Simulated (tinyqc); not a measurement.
Changing the layers in the well N: surface segregation during layer-by-layer epitaxy: two-layer exchange kinetics and the shape of quantum wells and delta layers. Computed by tinyqc, a small Python program. Command: `OMP_NUM_THREADS=1 python tinyqc.py 3005821 3005822 out.jsonl mbeseg sweep`. One thread of a shared host (Intel(R) Xeon(R) Processor @ 2.30GHz), about 0.01 s of CPU time with the checks.

Atoms A and B exchange only between the growing layer and the one below it. B is supplied for N layers, then pure A follows.

Inputs (values chosen for the exercise, close to those used for antimony in silicon):

| quantity | value | unit |
|---|---|---|
| barrier E1 for B to move up | 1.84 | eV |
| segregation energy E_s | 0.53 | eV |
| attempt frequency nu | 10 | THz |
| growth rate G | 1 | layers/s |
| share x0 of B in the flux during the well | 0.072 | - |
| layer thickness | 1.36 | angstrom |
| temperature T | 450 | C |

Constants: k_B = 8.617333262e-05 eV/K.

Method:
- p1 = nu exp(-E1/(k_B T)) (B up, A down), p2 = nu exp(-(E1 + E_s)/(k_B T)) (B down); time per layer tau = 1/G; K = p1/p2.
- Temperatures in kelvin are T(C) + 273.15.
- Dilute equilibrium share passed up per layer R_eq = K/(1 + K).
- Each layer is deposited complete with B share x_dep and then exchanges for the time tau = 1/G with the layer below, whose share is b (total c = s + b fixed): ds/dt = p1 b (1 - s) - p2 s (1 - b), s(0) = x_dep. With the roots s1 < s2 of the right side, (s - s1)/(s - s2) = [(s(0) - s1)/(s(0) - s2)] exp(-(p1 - p2)(s2 - s1) tau). The lower layer is then buried with c - s, and s becomes the b of the next layer.
- In the dilute tail each layer passes up the share R = R_eq (1 - exp(-(p1 + p2) tau)); decay length = -layer thickness/ln R.
- Index 0 is the last layer of pure A below the well. Share of B outside the intended layers 1..N = 1 - (sum over 1..N)/(N x0).

One run for each value:

| layers in the well N | peak share (largest buried share) | share of B outside the well |
|---|---|---|
| 1 | 0.016883 | 0.76551 |
| 2 | 0.030474 | 0.65798 |
| 3 | 0.040817 | 0.56751 |
| 4 | 0.048366 | 0.49233 |
| 6 | 0.059443 | 0.37901 |
| 8 | 0.066308 | 0.30147 |
| 12 | 0.070876 | 0.20836 |
| 16 | 0.071781 | 0.15735 |
| 24 | 0.071992 | 0.10507 |

Describe and explain the trends.

Over the rows, peak share (largest buried share) rises from 0.0169 to 0.0720 (exponent d ln y / d ln x 0.85 between the first rows and 0.0072 between the last); share of B outside the well falls from 0.766 to 0.105 (exponent d ln y / d ln x -0.22 between the first rows and -1.00 between the last). In the dilute limit the share approaches x0 roughly as 1 - R^n.

Caution (all rows): two-layer exchange with complete layers is a simplification that can understate segregation at low temperature; desorption, step-edge exchange and surfactants are left out.

Extremes, crossings and ranges named in words are read from the listed rows.
